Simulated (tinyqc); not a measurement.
Worked calculation: UHF in the sto-3g basis, for H3, spin multiplicity 2. Computed by tinyqc, a small Python program that keeps every step (integrals from PySCF). Settings: charge = 0, multiplicity = 2, basis = sto-3g, energy threshold = 1e-09, iteration cap = 64, orthogonalisation = symmetric, start = Wolfsberg-Helmholz matrix, DIIS depth = 4, shift = 0.5, method = UHF. Command: `OMP_NUM_THREADS=1 python tinyqc.py 31110 31111 out.jsonl` (the two numbers bound the seeds that draw the settings). One thread of a shared host (Intel(R) Xeon(R) Processor @ 2.60GHz), about 0.07 s of CPU time with the checks. Later iterations appear only in the table of the cycle.

## One-electron integrals

Geometry (angstrom):
```
atom,x,y,z
H,0.000000,0.000000,0.000000
H,0.000000,0.000000,1.036000
H,0.000000,0.000000,-1.036000
```

Basis sto-3g: exponents (1/bohr^2) and contraction coefficients of normalised primitives:
```
element,l (shell),exponent,coefficient
H,s (1),3.425251,0.154329
H,s (1),0.623914,0.535328
H,s (1),0.168855,0.444635
```

Overlap, kinetic and nuclear-attraction integrals over the contracted functions; the nuclear repulsion is the sum of Za Zb / Rab.

nuclear repulsion = 1.27697203 hartree

overlap S:
```
,1H 1s,2H 1s,3H 1s
1H 1s,1.000000,0.475528,0.475528
2H 1s,0.475528,1.000000,0.105806
3H 1s,0.475528,0.105806,1.000000
```

kinetic energy T (hartree):
```
,1H 1s,2H 1s,3H 1s
1H 1s,0.760032,0.098495,0.098495
2H 1s,0.098495,0.760032,-0.010815
3H 1s,0.098495,-0.010815,0.760032
```

nuclear attraction V (hartree):
```
,1H 1s,2H 1s,3H 1s
1H 1s,-2.220939,-0.912713,-0.912713
2H 1s,-0.912713,-1.979106,-0.188095
3H 1s,-0.912713,-0.188095,-1.979106
```

core Hamiltonian H = T + V (hartree):
```
,1H 1s,2H 1s,3H 1s
1H 1s,-1.460908,-0.814218,-0.814218
2H 1s,-0.814218,-1.219074,-0.198910
3H 1s,-0.814218,-0.198910,-1.219074
```

## Two-electron integrals

Functions are numbered as in S; the eight-fold symmetry (ij|kl) = (ji|kl) = (kl|ij) leaves the list below.

Two-electron integrals (ij|kl) in chemists' order, unique and non-zero (hartree):
```
i,j,k,l,(ij|kl)
1,1,1,1,0.774606
2,1,1,1,0.292989
2,1,2,1,0.143510
2,2,1,1,0.466473
2,2,2,1,0.292989
2,2,2,2,0.774606
3,1,1,1,0.292989
3,1,2,1,0.103456
3,1,2,2,0.161124
3,1,3,1,0.143510
3,2,1,1,0.062131
3,2,2,1,0.026453
3,2,2,2,0.048647
3,2,3,1,0.026453
3,2,3,2,0.005707
3,3,1,1,0.466473
3,3,2,1,0.161124
3,3,2,2,0.254736
3,3,3,1,0.292989
3,3,3,2,0.048647
3,3,3,3,0.774606
```

## Orthogonalisation

S = U s U^T; symmetric (Loewdin) form X = U s^(-1/2) U^T, so that X^T S X = 1.

eigenvalues of S: 0.378328  0.894194  1.727479

X:
```
,1H 1s,2H 1s,3H 1s
1H 1s,1.227235,-0.304866,-0.304866
2H 1s,-0.304866,1.108455,0.050946
3H 1s,-0.304866,0.050946,1.108455
```

## Starting guess

The start is the generalised Wolfsberg-Helmholz matrix (K = 1.75) built on H; D(s) = C_occ C_occ^T for each spin.

D(alpha) at the start:
```
,1H 1s,2H 1s,3H 1s
1H 1s,0.369951,0.202438,0.202438
2H 1s,0.202438,0.669937,-0.448389
3H 1s,0.202438,-0.448389,0.669937
```

D(beta) at the start:
```
,1H 1s,2H 1s,3H 1s
1H 1s,0.369951,0.202438,0.202438
2H 1s,0.202438,0.110774,0.110774
3H 1s,0.202438,0.110774,0.110774
```

## Iteration 1: building the Fock matrix

J_ij = sum D_kl (ij|kl) with D = D(alpha) + D(beta), K_ij = sum D_kl (ik|jl) for each spin; F = H + J - K(s); E = tr D H + tr D J / 2 - 0.5 sum_s tr D(s) K(s) + E_nn.

Coulomb J (hartree):
```
,1H 1s,2H 1s,3H 1s
1H 1s,1.734038,0.753434,0.753434
2H 1s,0.753434,1.483634,0.160916
3H 1s,0.753434,0.160916,1.483634
```

exchange K(alpha) (hartree):
```
,1H 1s,2H 1s,3H 1s
1H 1s,0.623323,0.395295,0.395295
2H 1s,0.395295,0.661561,0.062620
3H 1s,0.395295,0.062620,0.661561
```

exchange K(beta) (hartree):
```
,1H 1s,2H 1s,3H 1s
1H 1s,0.578530,0.321561,0.321561
2H 1s,0.321561,0.279642,0.153847
3H 1s,0.321561,0.153847,0.279642
```

F(alpha) (hartree):
```
,1H 1s,2H 1s,3H 1s
1H 1s,-0.350193,-0.456078,-0.456078
2H 1s,-0.456078,-0.397001,-0.100614
3H 1s,-0.456078,-0.100614,-0.397001
```

F(beta) (hartree):
```
,1H 1s,2H 1s,3H 1s
1H 1s,-0.305400,-0.382344,-0.382344
2H 1s,-0.382344,-0.015082,-0.191842
3H 1s,-0.382344,-0.191842,-0.015082
```

total energy of this density = -1.51189443 hartree

## Iteration 1: diagonalisation and new density

A level shift of 0.5 hartree raises the virtual space: F + shift (S - S D(s) S), with D(s) the density of one spin. Diagonalise F' = X^T F X, C = X C', fill 2 alpha and 1 beta electrons from the bottom; D(s) = C_occ C_occ^T. Each column has its largest component positive (the first on a tie).

F' = X^T F X (alpha) (hartree):
```
,1,2,3
1,0.293135,-0.603042,-0.603042
2,-0.603042,-0.075569,0.255888
3,-0.603042,0.255888,-0.075569
```

orbital energies (alpha) (hartree): MO1 -0.617967, MO2 -0.331457, MO3 1.091420

coefficients C (alpha):
```
,MO1,MO2,MO3
1H 1s,0.523896,0.000000,1.190599
2H 1s,0.390187,0.747772,-0.782817
3H 1s,0.390187,-0.747772,-0.782817
```

F' = X^T F X (beta) (hartree):
```
,1,2,3
1,0.304286,-0.603930,-0.603930
2,-0.603930,0.586411,-0.111264
3,-0.603930,-0.111264,0.586411
```

orbital energies (beta) (hartree): MO1 -0.468631, MO2 0.697675, MO3 1.248065

coefficients C (beta):
```
,MO1,MO2,MO3
1H 1s,0.620650,0.000000,1.143147
2H 1s,0.324050,0.747772,-0.812429
3H 1s,0.324050,-0.747772,-0.812429
```

D(alpha) after iteration 1:
```
,1H 1s,2H 1s,3H 1s
1H 1s,0.274467,0.204417,0.204417
2H 1s,0.204417,0.711409,-0.406917
3H 1s,0.204417,-0.406917,0.711409
```

D(beta) after iteration 1:
```
,1H 1s,2H 1s,3H 1s
1H 1s,0.385207,0.201122,0.201122
2H 1s,0.201122,0.105008,0.105008
3H 1s,0.201122,0.105008,0.105008
```

## Iteration 2: building the Fock matrix

As before.

Coulomb J (hartree):
```
,1H 1s,2H 1s,3H 1s
1H 1s,1.710417,0.748359,0.748359
2H 1s,0.748359,1.487039,0.159883
3H 1s,0.748359,0.159883,1.487039
```

exchange K(alpha) (hartree):
```
,1H 1s,2H 1s,3H 1s
1H 1s,0.572164,0.389881,0.389881
2H 1s,0.389881,0.685519,0.068320
3H 1s,0.389881,0.068320,0.685519
```

exchange K(beta) (hartree):
```
,1H 1s,2H 1s,3H 1s
1H 1s,0.585956,0.322086,0.322086
2H 1s,0.322086,0.275931,0.152869
3H 1s,0.322086,0.152869,0.275931
```

F(alpha) (hartree):
```
,1H 1s,2H 1s,3H 1s
1H 1s,-0.322654,-0.455739,-0.455739
2H 1s,-0.455739,-0.417554,-0.107348
3H 1s,-0.455739,-0.107348,-0.417554
```

F(beta) (hartree):
```
,1H 1s,2H 1s,3H 1s
1H 1s,-0.336446,-0.387945,-0.387945
2H 1s,-0.387945,-0.007965,-0.191897
3H 1s,-0.387945,-0.191897,-0.007965
```

total energy of this density = -1.52630927 hartree

## Iteration 2: DIIS over 2 matrices

error matrix X^T (FDS - SDF) X (alpha):
```
,1,2,3
1,0.000000,0.049341,0.049341
2,-0.049341,0.000000,0.000000
3,-0.049341,0.000000,0.000000
```

B (overlaps of the stored error matrices):
```
,1,2
1,3.0812744e-02,1.8229605e-02
2,1.8229605e-02,1.1497797e-02
```

Minimise |sum c_i e_i|^2 with sum c_i = 1: solve [B -1; -1 0][c; lambda] = [0; -1] with B_ij = tr e_i^T e_j summed over both spins, and take F = sum c_i F_i.

DIIS coefficients: -1.150475  2.150475

extrapolated F(alpha) (hartree):
```
,1H 1s,2H 1s,3H 1s
1H 1s,-0.290972,-0.455350,-0.455350
2H 1s,-0.455350,-0.441199,-0.115094
3H 1s,-0.455350,-0.115094,-0.441199
```

extrapolated F(beta) (hartree):
```
,1H 1s,2H 1s,3H 1s
1H 1s,-0.372165,-0.394388,-0.394388
2H 1s,-0.394388,0.000223,-0.191960
3H 1s,-0.394388,-0.191960,0.000223
```

## Iteration 2: diagonalisation and new density

As before.

F' = X^T F X (alpha) (hartree):
```
,1,2,3
1,0.406320,-0.603440,-0.603440
2,-0.603440,-0.144629,0.220062
3,-0.603440,0.220062,-0.144629
```

orbital energies (alpha) (hartree): MO1 -0.628405, MO2 -0.364691, MO3 1.110159

coefficients C (alpha):
```
,MO1,MO2,MO3
1H 1s,0.448238,0.000000,1.221096
2H 1s,0.438487,0.747772,-0.756821
3H 1s,0.438487,-0.747772,-0.756821
```

F' = X^T F X (beta) (hartree):
```
,1,2,3
1,0.219186,-0.603354,-0.603354
2,-0.603354,0.610247,-0.104675
3,-0.603354,-0.104675,0.610247
```

orbital energies (beta) (hartree): MO1 -0.502825, MO2 0.714922, MO3 1.227582

coefficients C (beta):
```
,MO1,MO2,MO3
1H 1s,0.658351,0.000000,1.121859
2H 1s,0.296833,0.747772,-0.822763
3H 1s,0.296833,-0.747772,-0.822763
```

D(alpha) after iteration 2:
```
,1H 1s,2H 1s,3H 1s
1H 1s,0.200917,0.196547,0.196547
2H 1s,0.196547,0.751434,-0.366892
3H 1s,0.196547,-0.366892,0.751434
```

D(beta) after iteration 2:
```
,1H 1s,2H 1s,3H 1s
1H 1s,0.433425,0.195420,0.195420
2H 1s,0.195420,0.088110,0.088110
3H 1s,0.195420,0.088110,0.088110
```

## Iteration 10 (converged): orbitals

converged F(alpha) (hartree):
```
,1H 1s,2H 1s,3H 1s
1H 1s,-0.253107,-0.444026,-0.444026
2H 1s,-0.444026,-0.448424,-0.113834
3H 1s,-0.444026,-0.113834,-0.448424
```

converged F(beta) (hartree):
```
,1H 1s,2H 1s,3H 1s
1H 1s,-0.398575,-0.392474,-0.392474
2H 1s,-0.392474,0.020752,-0.185048
3H 1s,-0.392474,-0.185048,0.020752
```

Diagonalise F' = X^T F X, C = X C', fill 2 alpha and 1 beta electrons from the bottom; D(s) = C_occ C_occ^T. Each column has its largest component positive (the first on a tie).

F' = X^T F X (alpha) (hartree):
```
,1,2,3
1,0.178792,-0.420889,-0.420889
2,-0.420889,-0.274620,0.099561
3,-0.420889,0.099561,-0.274620
```

orbital energies (alpha) (hartree): MO1 -0.619098, MO2 -0.374181, MO3 0.622831

coefficients C (alpha):
```
,MO1,MO2,MO3
1H 1s,0.388242,0.000000,1.241475
2H 1s,0.474822,0.747772,-0.734570
3H 1s,0.474822,-0.747772,-0.734570
```

F' = X^T F X (beta) (hartree):
```
,1,2,3
1,-0.043471,-0.424195,-0.424195
2,-0.424195,0.245057,0.014905
3,-0.424195,0.014905,0.245057
```

orbital energies (beta) (hartree): MO1 -0.510544, MO2 0.230152, MO3 0.727035

coefficients C (beta):
```
,MO1,MO2,MO3
1H 1s,0.703475,0.000000,1.094128
2H 1s,0.263093,0.747772,-0.834165
3H 1s,0.263093,-0.747772,-0.834165
```

D(alpha) after iteration 10:
```
,1H 1s,2H 1s,3H 1s
1H 1s,0.150732,0.184346,0.184346
2H 1s,0.184346,0.784619,-0.333707
3H 1s,0.184346,-0.333707,0.784619
```

D(beta) after iteration 10:
```
,1H 1s,2H 1s,3H 1s
1H 1s,0.494876,0.185079,0.185079
2H 1s,0.185079,0.069218,0.069218
3H 1s,0.185079,0.069218,0.069218
```

## Convergence

Stop when the energy changes by less than 1e-09 hartree and every element of the error matrix X^T (F D S - S D F) X (for each spin) is below 9e-06.

Course of the cycle:
```
iteration,E (hartree),change,largest element of the error matrix
1,-1.51189443,-,8.68e-02
2,-1.52630927,-1.44e-02,4.93e-02
3,-1.53416129,-7.85e-03,2.03e-02
4,-1.53621842,-2.06e-03,5.68e-03
5,-1.53637928,-1.61e-04,1.56e-03
6,-1.53639142,-1.21e-05,4.30e-04
7,-1.53639231,-8.97e-07,1.21e-04
8,-1.53639238,-7.13e-08,3.34e-05
9,-1.53639239,-5.29e-09,9.60e-06
10,-1.53639239,-4.38e-10,2.75e-06
```

PySCF UHF in the same basis, after a stability check = -1.53639239 hartree

Converged in 10 iterations.

## Populations, bond orders and dipole

Mulliken: Z minus the diagonal of D S on the atom; Loewdin: the same with S^(1/2) D S^(1/2); Mayer order: 2 sum_s sum (D(s) S)_ij (D(s) S)_ji over the two atoms.

Charges (e):
```
atom,Mulliken,Loewdin,Mulliken spin
1H,0.003048,0.019869,-0.344842
2H,-0.001524,-0.009934,0.672421
3H,-0.001524,-0.009934,0.672421
```

Mayer bond orders:
```
pair,order
2-1,0.440537
3-1,0.440537
3-2,0.107310
```

dipole moment about the origin, x y z (debye): 0.000000  0.000000  0.000000

<S^2> of the determinant (pure state: 0.75) = 0.820282
